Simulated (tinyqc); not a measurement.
Mobility of a non-polar semiconductor in the relaxation-time approximation: one step, computed by the program tinyqc.

Each valley is treated as a sphere of mass m_d for states and rates, with one isotropic relaxation time; the conductivity mass m_c sets the current.

Question. Rates at a few energies. Parabolic band: E = hbar^2 k^2/(2 m), speed v = hbar k/m, states per spin, volume and energy g(E) = m k/(2 pi^2 hbar^2). Here m = m_d. Masses are multiplied by m_0 and all formulas are in SI units. Phonon occupation N_q = 1/(exp(hbar w/(k_B T)) - 1). Acoustic deformation potential (elastic, equipartition, absorption and emission together): 1/tau = 2 pi k_B T D_A^2 g(E)/(hbar rho v_l^2). Optical or intervalley deformation potential: 1/tau = (pi Z_f D_o^2/(rho w)) [N_q g(E + hbar w) + (N_q + 1) g(E - hbar w)], with g = 0 below the band edge. Each optical term is multiplied by (1 - f(E'))/(1 - f(E)), E' the final energy, for Pauli blocking. Singly charged impurities, momentum relaxation: 1/tau = N_I e^4 m (1 + 2 alpha E) Phi/(8 pi (eps_s eps_0)^2 hbar^3 k^3), with alpha = 0 for a parabolic band. Conwell-Weisskopf: Phi = ln(1 + y^2), y = 4 pi eps_s eps_0 E N_I^(-1/3)/e^2 (largest impact parameter N_I^(-1/3)/2).

Inputs (values chosen for the exercise, modelled on holes in germanium):
```
quantity,value,unit
static permittivity eps_s,16,-
density rho,5323,kg/m^3
sound velocity v_l,5300,m/s
acoustic deformation potential D_A,4.8,eV
phonon energy hbar w,36.3,meV
optical or intervalley deformation potential D_o,8.8,1e8 eV/cm
final valleys Z_f,1,-
temperature T,300,K
```

Band: parabolic. Impurity formula: Conwell-Weisskopf. Further scattering: none.

reduced Fermi level eta = -1.194212

density-of-states mass m_d = 0.294 m_0

ionised impurity density N_I = 1.339024e+18 1/cm^3

Constants: k_B = 8.617333262e-05 eV/K; k_B = 1.380649e-23 J/K; e = 1.602176634e-19 C; hbar = 1.054571817e-34 J s; m_0 = 9.1093837015e-31 kg; hbar = 6.582119569e-16 eV s; eps_0 = 8.8541878128e-12 F/m.

Give: Rates (1e12/s) at E = (max(eta, 0) + 0.5, 1, 2, 4) k_B T.

Answer.

Rates (1e12/s) at E = (max(eta, 0) + 0.5, 1, 2, 4) k_B T:
```
E (meV),acoustic,optical,ionised impurity
12.9,0.376,0.590,12.59
25.9,0.532,0.633,9.20
51.7,0.752,1.776,5.29
103.4,1.064,3.315,2.63
```
